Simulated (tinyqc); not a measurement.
Hubbard chain of 2 sites, step by step. One step of it, computed by the program tinyqc.

Task: The many-body Hamiltonian. Basis: all placements (u, d, 2, 0 on each site), up operators ordered before down ones; hops carry the sign of the same-spin electrons passed.

one-body matrix (hopping and site energies) (eV), order 1, 2:
$$\begin{pmatrix}
0.000000 & -1.180000 \\
-1.180000 & 0.000000
\end{pmatrix}$$

U = 2.600000 eV

electrons, up and down: [1, 1]

Give: H.

Result:

H (eV), order 20, ud, du, 02:
$$\begin{pmatrix}
2.600 & -1.180 & -1.180 & 0.000 \\
-1.180 & 0.000 & 0.000 & -1.180 \\
-1.180 & 0.000 & 0.000 & -1.180 \\
0.000 & -1.180 & -1.180 & 2.600
\end{pmatrix}$$
